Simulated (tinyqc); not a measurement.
# A spin-degenerate level with charging energy between two leads, rate equations: what changes with what

States 0, up, down and 2 with energies 0, e1 - Ez/2, e1 + Ez/2 and 2 e1 + U. mu_L = +V/2, mu_R = -V/2 (meV), f(x) = 1/(1 + exp(x/kB T)). A transition that adds one electron of given spin at the energy E has the rate G f(E - mu) from each lead, and its reverse G [1 - f(E - mu)]. I counts electrons leaving the left lead, times q.

Values chosen for this exercise: charging energy of the second electron U = 5.6 meV; level e1 = -4.38 meV; tunnel rate to the left lead GL = 2.4 1/ns; tunnel rate to the right lead GR = 1.4 1/ns; temperature T = 1.4 K; Zeeman splitting Ez = 0 meV.

Constants: q = 1.602176634e-19 C, kB = 1.380649e-23 J/K, Vt = kB T/q. Results are converted to the units shown.

Each table varies one quantity; the others keep the values above.

## Shape of a conductance peak

Transition energies: 0-up e1 - Ez/2, 0-down e1 + Ez/2, up-2 e1 + U + Ez/2, down-2 e1 + U - Ez/2. dp/dt = W p; W_ji is the rate from state i to j, and each column sums to zero. Steady state: W p = 0 with sum p = 1. I = q GL sum over transitions i-j of [fL p_i - (1 - fL) p_j]. The conductance is dI/dV at V = 0; the last column divides it by q^2 GL GR/((GL + GR) 4 kB T), the peak of one spinless level.

Shape of a conductance peak:

| e1 (meV) | dI/dV (nS) | mean number | scaled |
|---|---|---|---|
| -0.483 | 20.86 | 0.9910 | 0.07105 |
| -0.386 | 45.09 | 0.9800 | 0.1536 |
| -0.29 | 93.12 | 0.9568 | 0.3172 |
| -0.193 | 179.2 | 0.9083 | 0.6104 |
| -0.097 | 296.7 | 0.8172 | 1.011 |
| 0 | 391.4 | 0.6667 | 1.333 |
| 0.097 | 383.1 | 0.4723 | 1.305 |
| 0.193 | 281.1 | 0.2877 | 0.9574 |
| 0.29 | 164.9 | 0.1531 | 0.5616 |
| 0.386 | 85.08 | 0.07541 | 0.2898 |
| 0.483 | 40.61 | 0.03522 | 0.1383 |

What does the comparison show?

The conductance peaks at e1 = 0 meV among the rows, with the scaled height 1.33. For U >> kB T the 0-1 peak lies at e1 = +(kB T/2) ln 2 = 0.0418 meV, with the height 8/(1 + sqrt 2)^2 = 1.373: two spin states on one side of the transition and one state on the other shift and raise it.

## Current against bias

Same model as above.

Current against bias:

| V (mV) | I (pA) | I (GL + GR)/(q GL GR) | mean number | p(2) |
|---|---|---|---|---|
| 0.56 | 0.05795 | 4.091e-4 | 1.000 | 1.31e-4 |
| 1.43 | 2.132 | 0.01505 | 1.005 | 4.75e-3 |
| 2.31 | 59.07 | 0.4170 | 1.132 | 0.132 |
| 3.18 | 193.9 | 1.368 | 1.432 | 0.432 |
| 4.05 | 206.7 | 1.459 | 1.461 | 0.461 |
| 4.93 | 207.0 | 1.461 | 1.462 | 0.462 |
| 5.8 | 207.1 | 1.462 | 1.462 | 0.462 |
| 6.67 | 207.1 | 1.462 | 1.462 | 0.462 |
| 7.55 | 207.4 | 1.464 | 1.461 | 0.461 |
| 8.42 | 218.6 | 1.543 | 1.431 | 0.452 |
| 9.29 | 273.3 | 1.929 | 1.289 | 0.407 |
| 10.17 | 283.0 | 1.998 | 1.264 | 0.399 |
| 11.04 | 283.3 | 2.000 | 1.263 | 0.399 |

The scaled current rises from 4.09e-4 to 2.00. A transition enters the bias window when V = 2 |E|: at 2.44, 8.76 mV, each step a few kB T = 0.121 meV wide. With all four transitions inside, the scaled current tends to 2 and the mean number to 2 GL/(GL + GR) = 1.26; the last row has 2.00 and 1.26.

Range of the model: Rate equations need hbar G well below kB T; cotunnelling and the Kondo effect are left out.

Numbers from tinyqc (`OMP_NUM_THREADS=1 python tinyqc.py 2780107 2780108 out.jsonl`; about 0.01 s on one thread of a shared Intel Xeon 2.30GHz).
